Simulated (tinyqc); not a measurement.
# Worked calculation: planar ballistic transistor, top-of-the-barrier model

Numbers from tinyqc (`OMP_NUM_THREADS=1 python tinyqc.py 2400071 2400072 out.jsonl`; about 0.01 s on one thread of a shared Intel Xeon 2.30GHz). Printed values are rounded.

At the top of the source barrier, states moving towards the drain are filled by the source (Fermi level 0) and states moving back by the drain (Fermi level -q Vd); nothing scatters. U is the shift of the band edge there, set by the capacitances CG, CD and CS (the total) and by the charge. Parabolic two-dimensional band; the source is grounded.

Inputs (values chosen for the exercise); mass and valleys close to those of indium arsenide:
- T = 300 K (temperature)
- m = 0.0308 m0 (effective mass)
- gv = 1 (valley degeneracy)
- eox = 22 (relative permittivity of the gate insulator)
- tox = 1.3 nm (insulator thickness)
- aG = 0.9 (gate control CG/CS)
- aD = 0.013 (drain control CD/CS)
- E0 = 0.32 eV (band edge at the barrier top above the source Fermi level at zero bias)
- Vg = 0.52 V (gate voltage)
- Vd = 0.2 V (drain voltage)

Constants: q = 1.602176634e-19 C, kB = 1.380649e-23 J/K, hbar = 1.054571817e-34 J s, m0 = 9.1093837015e-31 kg, Vt = kB T/q, eps0 = 8.8541878128e-14 F/cm where lengths are in cm. Results are converted to the units shown.

## Density of states, capacitances and charge at zero bias

N0 = gv m kB T/(pi hbar^2), CG = eps0 eox/tox, vT = sqrt(2 kB T/(pi m)), CS = CG/aG, n0 = n at U = 0 and Vd = 0. eta1 = -(E0 + U)/Vt, eta2 = eta1 - Vd/Vt, n = (N0/2)[F_0(eta1) + F_0(eta2)], F_0(x) = ln(1 + exp x). UL = -(aG Vg + aD Vd).

N0 = 3.326152e11 cm^-2
CG = 14.98401 uF/cm^2
CS = 16.64890 uF/cm^2
n0 = 1.400160e6 cm^-2
UL = -0.4706 eV

## Iteration 1: self-consistent potential at the barrier top

U at the start (U = UL) = -0.4706 eV

eta1 = -(E0 + U)/Vt, eta2 = eta1 - Vd/Vt, n = (N0/2)[F_0(eta1) + F_0(eta2)], F_0(x) = ln(1 + exp x). U(out) = UL + q (n - n0)/CS. Newton step: U(new) = U + (U(out) - U)/(1 + CQ/CS), CQ = (q/Vt) dn/d(eta1) with both F' summed; F_0'(x) = 1/(1 + exp(-x)).

eta1 = 5.825468
eta2 = -1.910877
n = 9.922565e11 cm^-2
U(out) = -0.4610512 eV
CQ = 1.160495 uF/cm^2
U after iteration 1 = -0.4616734 eV

## Iteration 2: self-consistent potential at the barrier top

As before.

eta1 = 5.480173
eta2 = -2.256172
n = 9.286537e11 cm^-2
U(out) = -0.4616633 eV
CQ = 1.124140 uF/cm^2
U after iteration 2 = -0.4616639 eV

## Course of the iteration: self-consistent potential at the barrier top

Stop when U changes by less than 1e-9 eV, or after 90 iterations.

Course of the iteration:

| iteration | U (eV) | \|change\| (eV) |
|---|---|---|
| 1 | -0.4616734 | 8.93e-3 |
| 2 | -0.4616639 | 9.51e-6 |
| 3 | -0.4616639 | 9.12e-12 |

Converged in 3 iterations. The change falls from 0.0089 in the first iteration to below the tolerance in the last.

## Current, mean velocity and share of the gate voltage

converged U = -0.4616639 eV

N0 = gv m kB T/(pi hbar^2), CG = eps0 eox/tox, vT = sqrt(2 kB T/(pi m)), CS = CG/aG, n0 = n at U = 0 and Vd = 0. eta1 = -(E0 + U)/Vt, eta2 = eta1 - Vd/Vt, n = (N0/2)[F_0(eta1) + F_0(eta2)], F_0(x) = ln(1 + exp x). I = q (N0/2) vT [F_(1/2)(eta1) - F_(1/2)(eta2)] per width, F_(1/2)(x) = (2/sqrt(pi)) int_0^infinity u^(1/2)/(1 + exp(u - x)) du. Mean velocity I/(q n). CQ = (q/Vt) dn/d(eta1); the band edge follows the gate as -dU/dVg = aG/(1 + CQ/CS).

eta1 = 5.479805
n = 9.285870e11 cm^-2
I = 813.5947 uA/um
mean velocity = 5.468587e7 cm/s
CQ = 1.124106 uF/cm^2
-dU/dVg = 0.8430768 eV/V

The carriers from the source are degenerate (eta1 = 5.48), and the mean velocity is 1.78 times vT = sqrt(2 kB T/(pi m)) = 3.07e7 cm/s.
